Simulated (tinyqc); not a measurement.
Inside a calculation: free and nearly free electrons in a metal. Values are carried at full precision from step to step, so a last printed digit may differ when a step is redone from the rounded ones.

The cubic cell holds 4 atoms: n = 4 z/a^3, kF = (3 pi^2 n)^(1/3), EF = c kF^2/m, vF = 2 c kF/(m hbar), c = hbar^2/2m0; rs = (3/(4 pi n))^(1/3)/a0; D(EF) = 3 n/(2 EF).

Constants: hbar^2/2m0 = 3.80998211 eV angstrom^2; hbar = 6.58211957e-16 eV s; a0 (Bohr radius) = 0.5291772105 angstrom; kB = 8.617333262e-05 eV/K.

Values chosen for the exercise (near those of Cu, whose d bands this model ignores; the results hold for these values, not for the real material): a = 3.625 angstrom (fcc lattice constant); z = 1 (free electrons an atom); m = 1 m0 (mass); rho = 1.69 micro-ohm cm (bulk resistivity); T = 300 K; V = 0.96 eV (|V_G| for G = (111)); x = 0.76 (k along G as a share of |G|/2).

## The Fermi sphere

Evaluate the free-electron quantities.

n = 0.08397 1/angstrom^3
kF = 1.3547 1/angstrom
EF = 6.992 eV
vF = 1.568e+06 m/s
rs = 2.677
D(EF) per atom = 0.2145 1/eV

## Relaxation time and mean free path

Drude: 1/rho = n e^2 tau/(m m0) with e = 1.602176634e-19 C and m0 = 9.1093837e-31 kg; mean free path l = vF tau; rho l = hbar kF/(n e^2) = 12 pi^3 hbar/(e^2 S) with S = 4 pi kF^2 does not depend on tau or m.

Use SI units: n in 1/m^3 (1e30 per 1/angstrom^3), rho in ohm m (1e-8 per micro-ohm cm).

tau = 25.01 fs
l = 39.22 nm
rho l = 6.628 1e-16 ohm m^2

Wires lose conductivity to surfaces and grain boundaries, with an excess that scales as rho l over the width and is of the order of rho itself at a width of l = 39 nm.

## Thermal quantities

gamma = (pi^2/3) kB^2 D(EF) per atom, times 96485.33 x 1e3 for mJ/(mol K^2); mu(T) = EF (1 - (pi kB T/EF)^2/12); Wiedemann-Franz kappa = L0 T/rho with L0 = (pi^2/3) (kB/e)^2, kB/e in V/K.

gamma = 0.506 mJ/(mol K^2)
mu - EF = -0.0786 meV
kappa = 434 W/(m K)

## The sphere against the zone faces

Take G = (hkl) 2 pi/a for (111), (200) and (220), with the number of equivalent faces. The Bragg plane of G lies at |G|/2 with |G| = (2 pi/a) sqrt(h^2 + k^2 + l^2). Where kF exceeds it, the sphere cuts the plane in a circle of radius sqrt(kF^2 - G^2/4).

Distance and circle for each G:
```
G      faces  |G|/2 (1/angstrom)  kF/(|G|/2)  circle radius
(111)      8              1.5011      0.9025              -
(200)      6              1.7333      0.7816              -
(220)     12              2.4512      0.5527              -
```

The sphere stays inside the first zone; it reaches 0.903 of the way to the nearest faces.

## Two plane waves near the face

Two plane waves k and k - G, G = (111) (2 pi/a): H = [[c k^2/m, V], [V, c (k - G)^2/m]] with c = hbar^2/2m0.

Build H for k along G, diagonalise, and give the weight of the first wave in the lower state and its velocity along G relative to a free electron, (w k + (1 - w)(k - G))/k.

H (eV):
```
        1        2
1  4.9586   0.9600
2  0.9600  13.1999
```

levels (eV): 4.8482  13.3103

w = 0.9870
v/v_free = 0.9657

The splitting is 8.462 eV here and 2V = 1.92 eV on the face, where the normal velocity vanishes. There the lower band lies at 7.625 eV, above the free EF of 6.992 eV, so the Fermi surface does not reach the face. The real noble metals have necks on these faces, through a gap of 4 to 5 eV at L and their d bands.

## Checks

- Lower level against the closed form of the 2 x 2 problem (eV): both 4.8482.
- The product rho l against hbar kF/(n e^2) (1e-16 ohm m^2): both 6.628.

Run: tinyqc, `OMP_NUM_THREADS=1 python tinyqc.py 1682393 1682394 out.jsonl`; Intel(R) Xeon(R) Processor @ 2.30GHz, one thread, shared host; about 0.01 s of CPU time with all checks.
